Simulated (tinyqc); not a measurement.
From kappa of the perfect crystal back to mean atomic mass M: estimate of lattice thermal conductivity from elastic moduli (Slack, Klemens and Cahill formulas). Computed by tinyqc, a small Python program. Command: `OMP_NUM_THREADS=1 python tinyqc.py 3007360 3007361 out.jsonl slack inv`. One thread of a shared host (Intel(R) Xeon(R) Processor @ 2.30GHz), about 0.01 s of CPU time with the checks.

An isotropic solid.

Inputs (values chosen for the exercise, for a model crystal): bulk modulus B = 43.8 GPa; shear modulus G = 42.8 GPa; volume per atom V = 33.3 angstrom^3; atoms per primitive cell n = 5; volume expansion coefficient alpha_V = 45.8 ppm/K; temperature T = 300 K.

Grueneisen parameter: from thermal expansion.

Constants: u = 1.6605390666e-27 kg; hbar = 1.054571817e-34 J s; k_B = 1.380649e-23 J/K.

Method:
- rho = M/V; vL = sqrt((B + 4G/3)/rho), vT = sqrt(G/rho); v_m = [(vL^-3 + 2 vT^-3)/3]^(-1/3); Poisson ratio sigma = (3B - 2G)/(6B + 2G); Theta = hbar v_m (6 pi^2/V)^(1/3)/k_B.
- gamma = alpha_V B V/(3 k_B), with the classical heat capacity 3 k_B per atom.
- Slack, an estimate for T near or above Theta_a: kappa = A M Theta_a^3 delta n^(1/3)/(gamma^2 T) in W/(m K), with M in u, delta = V^(1/3) in angstrom, Theta_a = Theta n^(-1/3) and A = 2.43e-6/(1 - 0.514/gamma + 0.228/gamma^2).

Problem. A run gave the result below. Find the mean atomic mass M, known to lie between 41 and 96 u.

kappa of the perfect crystal = 14.89707 W/(m K)

Solution.

Each step takes the trial c = (a f_b - b f_a)/(f_b - f_a), f being the result less the target and a, b, c the logarithms of the listed values; c replaces end b, the old b replaces a if the sign of f changed, and otherwise f_a is halved.

Scan of the range:
```
mean atomic mass M (u)  kappa of the perfect crystal (W/(m K))
41.0                                                   18.2748
47.2                                                   17.0323
54.4                                                   15.8651
62.7                                                   14.7778
72.3                                                   13.7618
83.3                                                   12.8210
96.0                                                   11.9428
```

False position (Illinois rule, in the logarithm of the input) inside the bracket:
```
step    end a    end b    trial  kappa of the perfect crystal (W/(m K))
1     54.4000  62.7000  61.7309                                 14.8933
2     54.4000  61.7309  61.6712                                 14.9005
3     61.7309  61.6712  61.7000                                 14.8971
4     61.6712  61.7000  61.7000                                 14.8971
```

Kappa of the perfect crystal falls at every point of a 13-point scan of the range (every second point is shown), so one value fits; it is bracketed by 54.4 and 62.7. The scan shows a pure power law with exponent -0.5000, so scaling from any one row also gives the answer directly. Answer: mean atomic mass M = 61.70 u.
